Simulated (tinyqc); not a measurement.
# Schottky diode by the thermionic emission-diffusion theory: two studies

Metal on an n-type semiconductor with one parabolic valley; V > 0 is forward bias (metal positive). The band bends as a parabola over the depletion layer, by Vd = Vbi - V; no image force. Carriers drift and diffuse up to the interface and leave it with the velocity vR.

Values chosen for this exercise; band and dielectric values close to those of gallium arsenide: temperature T = 300 K; electron mass me = 0.066 m0; relative permittivity eps_r = 12.8; electron mobility mun = 7900 cm^2/(V s); barrier height seen from the metal phi = 1.02 eV; donor density Nd = 8.5e16 cm^-3; bias V = 0.37 V.

Constants: q = 1.602176634e-19 C, kB = 1.380649e-23 J/K, h = 6.62607015e-34 J s, m0 = 9.1093837015e-31 kg, Vt = kB T/q, eps0 = 8.8541878128e-14 F/cm where lengths are in cm. Results are converted to the units shown.

Each table varies one quantity; the others keep the values above.

## Current against voltage

A* = 4 pi q me m0 kB^2/h^3 (times 1e-4 for A/(cm^2 K^2)); Nc = 2 (2 pi me m0 kB T/h^2)^1.5 (times 1e-6 for cm^-3); Vbi = phi - Vt ln(Nc/Nd); vR = A* T^2/(q Nc). LD = sqrt(eps0 eps_r Vt/(q Nd)), a = sqrt((Vbi - V)/Vt), D(a) = exp(-a^2) int_0^a exp(s^2) ds (Dawson), vD = mun Vt/(sqrt(2) LD D(a)). J = q Nc [vR vD/(vR + vD)] exp(-phi/Vt) [exp(V/Vt) - 1]. Ideality n = (dV/d ln[J/(1 - exp(-V/Vt))])/Vt.

Current against voltage:
```
V (V)  vD (cm/s)  vD/(vR + vD)  J (A/cm^2)      n
0.05     1.163e9        0.9911   3.066e-11  1.000
0.172    1.082e9        0.9904    4.009e-9  1.000
0.293    9.940e8        0.9896    4.325e-7  1.000
0.415    8.970e8        0.9885    4.842e-5  1.000
0.536    7.891e8        0.9869    0.005212  1.000
0.658    6.623e8        0.9844      0.5827  1.001
0.779    5.036e8        0.9796       62.52  1.002
0.901    2.700e8        0.9627        6886  1.008
```

vD falls from 1.16e9 to 2.70e8 cm/s and the share vD/(vR + vD) falls from 0.991 to 0.963; n goes from 1.000 to 1.008. It exceeds 1 only as far as vD, which falls with the surface field, limits the current. In every row vD exceeds 3e7 cm/s, beyond usual saturation velocities, since the low-field mobility is used at the surface field.

## Effect of the mobility

Same model as above.

The same in every row: vR (cm/s) = 1.047e7.

Results:
```
mun (cm^2/(V s))  vD (cm/s)  vD/(vR + vD)  J (A/cm^2)
1.2                 1.419e5       0.01337    1.148e-7
4.4                 5.202e5       0.04733    4.066e-7
16                  1.892e6        0.1530    1.315e-6
57                  6.739e6        0.3916    3.364e-6
750                 8.867e7        0.8944    7.684e-6
2700                3.192e8        0.9682    8.319e-6
9800                1.159e9        0.9910    8.515e-6
```

Estimate the missing row, mun = 210 cm^2/(V s).

Computed row:
```
mun (cm^2/(V s))  vD (cm/s)  vD/(vR + vD)  J (A/cm^2)
210                 2.483e7        0.7033    6.043e-6
```

With this row back in the table: J rises from 1.15e-7 to 8.51e-6 A/cm^2, as mun^(0.97) between the first two rows and mun^(0.02) between the last two. vD equals vR at mun = 88.6 cm^2/(V s): below that diffusion limits the current, above it emission. In 3 of the 8 rows vD exceeds 3e7 cm/s, beyond usual saturation velocities, since the low-field mobility is used at the surface field.

Computed by the program tinyqc: `OMP_NUM_THREADS=1 python tinyqc.py 2640048 2640049 out.jsonl`, one thread of a shared Intel Xeon 2.30GHz, about 0.01 s for the whole run.
